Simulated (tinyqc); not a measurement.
On-chip interconnect, size-dependent resistivity and RC delay: one step of the calculation.

A rectangular line between two neighbours and two ground planes. Surface and grain-boundary scattering are added to the bulk resistivity as corrections; capacitances are parallel-plate values without fringing; inductance is ignored.

Task. Node voltages after a time step. A 1 V step is applied behind Rd at t = 0. C dv/dt = -G v + b, with G the conductance matrix of the ladder (1/Rs between neighbours, 1/Rd added at node 0) and b = (1 V/Rd, 0, ...). Trapezoidal step: (C/dt + G/2) v(new) = (C/dt - G/2) v + b.

Parameters, values chosen for the exercise:
```
symbol,value,unit,meaning
Rd,7800,ohm,driver resistance
dt,440,ps,time step
```

Rs = 15302.220 ohm
C, node 0 to 4 (fF): [9.0089780, 18.017956, 18.017956, 18.017956, 9.5689780]
v at t = 1 dt, node 0 to 4 (V): [1.2094035, 0.4162349, 0.1447121, 0.0545496, 0.0327512]

Wanted: v at t = 2 dt.

Result.

v at t = 2 dt, node 0 to 4 (V): [0.5935, 0.6141, 0.3610, 0.1975, 0.1447]

Range of the model: The metal width is under the mean free path, where the thick-limit surface term and the simple sum of corrections lose accuracy.

Program tinyqc, `OMP_NUM_THREADS=1 python tinyqc.py 2100001 2100002 out.jsonl`; Intel Xeon 2.30GHz, shared host, one thread, about 0.01 s.
